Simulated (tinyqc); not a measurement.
# Absorption coefficient and reflectance from two thicknesses

Inverse problem. With transparent contact layers the responsivity is (1 - Rf)(1 - exp(-al wi)) q lam/(h c). The second absorber is twice as thick as the first. Find al and Rf.

Parameters, values chosen for the exercise: wavelength lam = 532 nm.

Constants: q = 1.602176634e-19 C, h = 6.62607015e-34 J s, c = 299792458 m/s. Results are converted to the units shown.

responsivity for wi = 1.9 and 3.8 um (A/W): [0.29777585, 0.36594152]

Answer. The ratio of the responsivities is 1 + exp(-al w1), which gives al; either value then gives 1 - Rf.

al = 7760 1/cm
Rf = 0.1000

Numbers from tinyqc (`OMP_NUM_THREADS=1 python tinyqc.py 2250035 2250036 out.jsonl`; about 0.01 s on one thread of a shared Intel Xeon 2.30GHz).
